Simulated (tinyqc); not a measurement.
Esaki diode in forward bias, two-band WKB: two steps of the calculation.

Abrupt p-n junction, depletion approximation. Energies E are counted from the conduction-band edge of the neutral n side; its Fermi level lies at dn, that of the p side at dn - V, and the valence-band edge of the neutral p side at Em = dn + dp - V. Tunnelling needs 0 < E < Em. Two-band dispersion with equal masses m: inside the gap kappa = sqrt(m u (1 - u/Eg)/C), u the distance from a band edge, C = hbar^2/(2 m0).

Values chosen for this exercise; band and dielectric values close to those of In0.53Ga0.47As:

| symbol | value | unit | meaning |
|---|---|---|---|
| T | 200 | K | temperature |
| Eg | 0.746 | eV | band gap |
| eps_r | 14.1 |  | relative permittivity |
| Nc | 1.13e17 | cm^-3 | conduction-band density of states at 200 K |
| Nv | 4.13e18 | cm^-3 | valence-band density of states at 200 K |
| m | 0.05 | m0 | band-edge mass of the two-band model |
| Na | 2.7e19 | cm^-3 | acceptor density |
| Nd | 6.8e18 | cm^-3 | donor density |
| V | 0.12 | V | bias of the p side |

Constants: q = 1.602176634e-19 C, kB = 1.380649e-23 J/K, hbar = 1.054571817e-34 J s, m0 = 9.1093837015e-31 kg, Vt = kB T/q, eps0 = 8.8541878128e-14 F/cm where lengths are in cm, hbar^2/(2 m0) = 0.0380998212 eV nm^2. Results are converted to the units shown.

Question 1. Fermi levels and built-in voltage. Nd = Nc F12(dn/Vt), Na = Nv F12(dp/Vt), F12(x) = (2/sqrt(pi)) int_0^infinity sqrt(u)/(1 + exp(u - x)) du; dn = EF - Ec on the n side, dp = Ev - EF on the p side (negative outside the bands); Vbi = Eg + dn + dp.

Wanted: dn; dp; Vbi.

Answer 1.

dn = 0.3192 eV
dp = 0.06914 eV
Vbi = 1.134 V

Boltzmann statistics would give dn = 0.0706 eV and dp = 0.0324 eV. At zero bias the bands of the two sides overlap by dn + dp.

Question 2. Width, field and exponent. W = sqrt(2 eps0 eps_r (Vbi - V)(1/Na + 1/Nd)/q), mean field F = (Vbi - V)/W, peak field 2 F. In a uniform field F the exponent is S = pi sqrt(m/C) Eg^1.5/(4 F). Transverse energy Et = C kt^2/m raises it to S (1 + 4 Et/Eg), so T = exp(-S) exp(-Et/Eb) with Eb = Eg/(4 S). KJ = (2 q^2/h) m/(4 pi C) (times 1e14 for A/cm^2 per eV^2).

Vbi = 1.1343498 V

Wanted: W; mean field; S; exp(-S); Eb; tunnelling length Eg/F.

Answer 2.

W = 17.059 nm
mean field = 0.59460 MV/cm
S = 9.7498
exp(-S) = 5.8309e-5
Eb = 19.129 meV
tunnelling length Eg/F = 12.546 nm

Range of the model: Parabolic densities of states, no band tails and no gap narrowing, all of which matter at such doping.

Program tinyqc, `OMP_NUM_THREADS=1 python tinyqc.py 2620014 2620015 out.jsonl`; Intel Xeon 2.30GHz, shared host, one thread, about 0.01 s.
